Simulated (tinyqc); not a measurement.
Inside a calculation: BHZ model on a square lattice (one spin block). Values are carried at full precision from step to step, so a last printed digit may differ when a step is redone from the rounded ones.

h(k) = e0 + d.s with s the Pauli matrices in the basis (E, H), k in units of 1/a: dx = (A/a) sin kx, dy = (A/a) sin ky, dz = M - (2B/a^2)(2 - cos kx - cos ky), e0 = -(2D/a^2)(2 - cos kx - cos ky). The other spin block is h*(-k). For small k this is the continuum model with dz = M - B k^2.

Parameters, chosen for this exercise (of the size used for HgTe wells; not measured data):
- A = 3.69 eV angstrom
- B = -74.2 eV angstrom^2
- D = -51.2 eV angstrom^2
- M = -0.0158 eV (mass term)
- a = 30 angstrom (grid spacing)
- k = (0.57, 0.6) 1/a (wave vector)
- nk = 40 (points along kx)

## One k point

Form e0, d and E = e0 -/+ |d|.

e0 = 37.861 meV

dx, dy, dz (meV): [66.375, 69.451, 39.069]

levels (meV): [-65.847, 141.570]

## Signs of dz at the four invariant points

dz = M, M - 4B/a^2 (twice), M - 8B/a^2 at (0,0), (pi,0), (0,pi), (pi,pi). The product of the signs is (-1)^nu. C = (s00 - s0p - sp0 + spp)/2 is the Chern number of the lower band of this block, in the sense Omega = curl of i<u|grad u>.

dz (meV): (0,0) -15.80, (pi,0) 313.98, (0,pi) 313.98, (pi,pi) 643.76

nu (Z2 index) = 1
C = -1

M/B > 0: the bands are inverted at Gamma alone, a quantum spin Hall insulator.

## Wilson loop

For each ky: x = -(1/2 pi) arg of the product of <u_j|u_(j+1)> over nk points kx = 2 pi j/nk of the lower band, folded into (-1/2, 1/2]. x is the centre of the hybrid Wannier function; minus its winding over ky from -pi to pi (followed on 61 points) is C.

Centres:
```
ky        x (a)
-3.142   0.0000
-1.500   0.0233
-0.700   0.0888
-0.350   0.1788
-0.150   0.2992
0.000    0.5000
0.150   -0.2992
0.350   -0.1788
0.700   -0.0888
1.500   -0.0233
3.142    0.0000
```

C from the winding = -1

The centre winds once across the cell, 64 % of the way within |ky| < 0.35; the other spin winds oppositely, so the pair switches partners.

## Edge state of the continuum model

At a hard wall the state is exp(-l1 y) - exp(-l2 y). At kx = 0: E = -D M/B, slope hbar v = A sqrt(1 - D^2/B^2), l = F -/+ sqrt(F^2 - M/B) with F = |A|/(2 sqrt(B^2 - D^2)); complex l means an oscillating tail. Penetration 1/Re(l1).

E at kx = 0 = 10.902 meV
hbar v = 2.6708 eV angstrom

l1, l2 (1/angstrom): [0.00325, 0.06546]

penetration = 307.4 angstrom

## Checks

- Chern number from the winding against the sign formula: both -1.0.

Computed by tinyqc, a small Python program: `OMP_NUM_THREADS=1 python tinyqc.py 1451677 1451678 out.jsonl` (the numbers bound the seed that draws the inputs); one thread of a shared host (Intel(R) Xeon(R) Processor @ 2.30GHz), about 0.1 s for the whole set of steps.
